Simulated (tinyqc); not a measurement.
# Kinetics of strain relaxation and threading dislocations in mismatched semiconductor layers, step by step

A worked calculation. Computed by tinyqc, a small Python program that keeps every step. Command: `OMP_NUM_THREADS=1 python tinyqc.py 3018695 3018696 out.jsonl threading walk`. One thread of a shared host (Intel(R) Xeon(R) Processor @ 2.30GHz), about 0.01 s of CPU time with the checks. Intermediate numbers are printed to about 5 digits and carried at full precision; extremes and crossings named in words are read from the listed rows.

60-degree dislocations on {111} planes of a (001) layer, isotropic elasticity. The Schmid factor is 1/sqrt(6), and a misfit segment relieves strain with b/2.

Inputs (values chosen for the exercise, modelled on Si(0.7)Ge(0.3) on Si):
```
quantity                                      value          unit
misfit f                                     0.0126             -
shear modulus G                                61.1           GPa
Poisson ratio nu                               0.27             -
Burgers vector b                               3.89      angstrom
glide activation energy Q                      1.96            eV
velocity prefactor v0                         34000   m/s per MPa
layer thickness h                                36            nm
anneal temperature T                            830             K
anneal time t                                    18             s
initial thread density rho_0                1.6e+06        1/cm^2
multiplication constant delta                 43000           1/m
grading rate (misfit per thickness) R_f      0.0048  1/micrometre
growth temperature of the buffer T_g           1031             K
growth rate R_g                                 0.2          nm/s
reaction radius r_A                              63            nm
final thickness of a thick uniform layer H     0.39    micrometre
aspect ratio of a trench                       0.99             -
```

Sources: multiplication.

Constants: k_B = 8.617333262e-05 eV/K.

## Excess stress and glide velocity at the start

Excess resolved stress tau = (1/sqrt 6) [2 G (1 + nu)/(1 - nu)] (e - e_eq), e_eq = b (1 - nu/4) [ln(h/b) + 1]/(4 pi (1 + nu) h), the Matthews-Blakeslee strain of an uncapped layer; glide velocity v = v0 tau exp(-Q/(k_B T)), tau in MPa.

equilibrium strain e_eq = 0.0034900

excess stress tau = 790.67 MPa

mobility v/tau = 4.2689e-08 m/s per MPa

initial velocity = 33.753 micrometre/s

The layer carries 3.6 times its equilibrium strain. In the anneal time a thread would run 610 micrometre at this speed.

## Relaxation in the anneal

Threads run in two directions, so de/dt = -(b/4) rho v, and they multiply as d rho/dt = delta rho v. With x = e - e_eq, x0 = f - e_eq (fully strained at t = 0) and v = m S x (m the mobility, S x = tau): rho = rho_0 + (4 delta/b)(x0 - x), so dx/dt = -k x (a - x), k = delta m S, a = x0 + b rho_0/(4 delta): a logistic law, x = a/[1 + (a/x0 - 1) exp(k a t)]. The half time is that at which x = x0/2.

strain left e = 0.0034900

share of the excess strain relieved = 100.000 %

thread density = 4.0441e+08 1/cm^2

half time = 3.7995 s

The layer has reached its equilibrium strain. The misfit lines laid down are 0.021 micrometre apart. Caution: blocking of threads by crossing misfit lines, left out here, leaves real layers with more strain.

## Anneal temperature

The formulas are those given above.

After the time t:
```
T (K)  first velocity (micrometre/s)  relieved (%)  threads (1/cm^2)  half time (s)
678                       7.2477e-02    2.2917e-02        1.6923e+06     1.7694e+03
703                       2.3895e-01    8.0663e-02        1.9249e+06     5.3669e+02
733                       8.9825e-01    3.9790e-01        3.2028e+06     1.4277e+02
757                       2.4024e+00    2.1175e+00        1.0129e+07     5.3382e+01
785                       7.0158e+00    4.7879e+01        1.9446e+08     1.8279e+01
805                       1.4411e+01    9.9655e+01        4.0302e+08     8.8987e+00
832                       3.6051e+01    1.0000e+02        4.0441e+08     3.5573e+00
876                       1.4232e+02    1.0000e+02        4.0441e+08     9.0111e-01
```

The half time follows exp(Q/(k_B T)), a decade for each 62 K near 785 K. Relief goes from 2.1 % at 757 K to 99.7 % at 805 K: with multiplication the onset is abrupt, after an incubation in which threads breed, and the final density is set by delta, not by rho_0. Caution: rows with more than 50 % relieved leave out blocking by crossing misfit lines, which slows real layers.

## Graded buffer

In steady grading, strain is fed at R_f R_g and relieved at (b/4) rho v. As a glide-limited estimate, the driving stress is taken as the mean stress of the strained top zone, whose depth z solves R_f z/2 = e_eq(z), with strain R_f z at the surface; tau_g = S R_f z/2 is its mean; then rho = 4 R_f R_g/(b m tau_g), m = v0 exp(-Q/(k_B T_g)), S = (1/sqrt 6) 2 G (1 + nu)/(1 - nu), e_eq(z) = b (1 - nu/4) [ln(z/b) + 1]/(4 pi (1 + nu) z).

depth z of the strained zone = 267.08 nm

stress tau_g = 55.632 MPa

thread density of the buffer = 1988.6 1/cm^2

buffer thickness f/R_f = 2.625 micrometre

Raising T_g by 50 K would lower this density by a factor 2.8: fast glide lets few threads do the work. Caution: real buffers seldom go below 1e5 /cm^2, as pile-ups and nucleation take over; this value is a lower bound.

## Thick uniform layer and trapping in a trench

A separate case, a thick relaxed layer. Pair reactions during growth: d rho/dh = -K rho^2 with K = 2 r_A tan(psi) and threads inclined by psi = 45 degrees (the <110> lines of {111} planes), so rho = 1/(K H) for a layer that starts with far more threads than that, as highly mismatched layers do. In a trench along [110] a thread on {111} rises at 54.74 degrees across the width, and leaves through the wall below the height w tan(54.74 degrees) = sqrt(2) w; the share of threads, evenly spread over the floor, that reach the top is max(0, 1 - a/sqrt 2) for the aspect ratio a.

thread density at H = 2.0350e+09 1/cm^2

share that reaches the top = 0.29996

The trench is too shallow to trap all. Thickness alone needs 790 micrometre for 1e6 /cm^2. Caution: at this small misfit a layer may start with fewer threads than 1/(K H), which is then only an upper bound.

Checks made by the program: strain against numerical integration (relative difference below 1e-10).
